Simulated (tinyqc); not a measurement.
# Doping and thickness from pinch-off voltage and conductance

Question. A uniform channel has Vp = q Nd a^2/(2 eps0 eps_r) and G0 = 2 q mu Nd a W/L. Find a and Nd.

Parameters, values chosen for the exercise; material values close to those of gallium arsenide: relative permittivity of the semiconductor eps_r = 12.8; low-field mobility at this doping mu = 4900 cm^2/(V s); gate length L = 0.3 um; gate width W = 100 um.

Constants: q = 1.602176634e-19 C, eps0 = 8.8541878128e-14 F/cm where lengths are in cm. Results are converted to the units shown.

Vp = 2.1024277 V
G0 = 598.74409 mS

Solution. G0 gives the product Nd a and Vp gives Nd a^2; their ratio is a.

a = 260.0 nm
Nd = 4.400e16 cm^-3

Computed by the program tinyqc: `OMP_NUM_THREADS=1 python tinyqc.py 2500005 2500006 out.jsonl`, one thread of a shared Intel Xeon 2.30GHz, about 0.07 s for the whole run.
